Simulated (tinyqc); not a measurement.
# Fully depleted semiconductor-on-insulator film with two gates, non-linear Poisson equation by Newton steps: what changes with what

One dimension across the film, front interface at x = 0, back interface at x = ts. psi is counted from the intrinsic level, n = ni exp(psi/Vt) (source grounded), holes neglected, acceptors ionised. Gates act through Cox = eps0 eox/tox and Cbox = 3.9 eps0/tb with potentials G1 = Vg - (phiM - chi - Vt ln(Nc/ni)) and G2 = Vb - (phiB - chi - Vt ln(Nc/ni)). Classical Boltzmann densities, no interface charge, no depletion in the back plane.

Inputs (values chosen for the exercise); band and dielectric values close to those of silicon: temperature T = 300 K; band gap Eg = 1.12 eV; relative permittivity eps_r = 11.8; conduction-band density of states at T Nc = 2.84e19 cm^-3; valence-band density of states at T Nv = 2.64e19 cm^-3; electron affinity chi = 4.04 eV; relative permittivity of the gate insulator (close to aluminium oxide) eox = 8.98; insulator thickness tox = 5.8 nm; film thickness ts = 23 nm; buried-oxide thickness (eps_r 3.9) tb = 97 nm; acceptor density of the film Na = 1e15 cm^-3; work function of the front gate phiM = 4.24 eV; work function of the back plane phiB = 5.09 eV; back-gate voltage Vb = 0 V.

Constants: q = 1.602176634e-19 C, kB = 1.380649e-23 J/K, Vt = kB T/q, eps0 = 8.8541878128e-14 F/cm where lengths are in cm. Results are converted to the units shown.

Each table varies one quantity; the others keep the values above.

## Charge against front-gate voltage

ni = sqrt(Nc Nv) exp(-Eg/(2 Vt)), Eg in volts. The Poisson equation eps0 eps_r d2psi/dx2 = q (n + Na), with -eps0 eps_r dpsi/dx = Cox (G1 - psi) at x = 0 and eps0 eps_r dpsi/dx = Cbox (G2 - psi) at x = ts, is solved on 300 equal intervals with half boxes at both ends; N_inv is the trapezoid sum of n. Swing = ln 10/(d ln N_inv/dVg); the last column is (dN_inv/dVb)/(dN_inv/dVg).

Charge against front-gate voltage:
columns A: Vg (V); B: psi front (V); C: psi back (V); D: N_inv (cm^-2); E: centroid/ts; F: swing (mV/decade); G: q dN_inv/dVg over Cox; H: back/front leverage
```
A           B        C        D       E       F        G       H
-0.3   0.0478  0.00837   8.00e4   0.378    62.7  3.44e-7  0.0530
-0.15   0.194    0.144   1.99e7   0.348    62.5  8.56e-5  0.0506
0       0.340    0.279   4.85e9   0.319    64.4   0.0203  0.0483
0.15    0.458    0.367  2.64e11   0.245     155    0.458  0.0396
0.3     0.514    0.384  1.06e12   0.162     389    0.735  0.0320
0.45    0.545    0.389  2.08e12   0.119     669    0.836  0.0292
0.6     0.565    0.390  3.19e12  0.0941     970    0.884  0.0279
0.75    0.581    0.391  4.34e12  0.0783  1.28e3    0.911  0.0272
0.9     0.593    0.392  5.52e12  0.0674  1.60e3    0.929  0.0267
```

What does the comparison show?

N_inv passes 1e11 cm^-2 at Vg = 0.0980 V. The swing starts at 62.7 mV a decade, against (1 + k) Vt ln 10 = 61.0 for a front channel with k = Cs Cbox/(Cox (Cs + Cbox)) = 0.0241, Cs = eps0 eps_r/ts; above threshold this column is no longer a subthreshold swing. The centroid falls from 0.378 to 0.0674 of ts and the leverage of the back gate falls from 0.0530 to 0.0267. For Vg = 0.45, 0.6, 0.75, 0.9 the density at an interface exceeds 0.3 Nc, where Boltzmann statistics fail. For Vg = 0.45, 0.6, 0.75, 0.9 the classical centroid lies within 3 nm of an interface, where confinement, left out, would push it away.

## Threshold and coupling against the buried-oxide thickness

VT is the Vg for N_inv = 1e11 cm^-2; -dVT/dVb from the linearised equation. Limits with Cs = eps0 eps_r/ts: front channel Cs Cbox/(Cox (Cs + Cbox)), back channel Cbox (Cox + Cs)/(Cox Cs). Swing at N_inv = 1e8 cm^-2.

Threshold and coupling against the buried-oxide thickness:
```
tb (nm)  VT (V)  centroid/ts at VT  -dVT/dVb  front-channel limit  back-channel limit  swing (mV/decade)
6         0.301             0.0473     0.217                0.185                1.69               73.0
9.9       0.254             0.0610     0.175                0.144                1.02               70.5
16        0.210             0.0824     0.136                0.107               0.633               68.2
27        0.168              0.120     0.101               0.0728               0.375               66.1
45        0.134              0.177    0.0741               0.0479               0.225               64.5
73        0.110              0.242    0.0538               0.0313               0.139               63.2
120      0.0908              0.306    0.0372               0.0197              0.0843               62.1
200      0.0775              0.357    0.0243               0.0121              0.0506               61.2
```

As tb goes from 6 to 200, VT falls from 0.301 to 0.0775 V, the centroid rises from 0.0473 to 0.357 of ts and -dVT/dVb falls from 0.217 to 0.0243. The coupling covers 2.13 % of the way from the front-channel to the back-channel limit in the first row and 31.6 % in the last.

Computed by the program tinyqc: `OMP_NUM_THREADS=1 python tinyqc.py 2190155 2190156 out.jsonl`, one thread of a shared Intel Xeon 2.30GHz, about 0.4 s for the whole run.
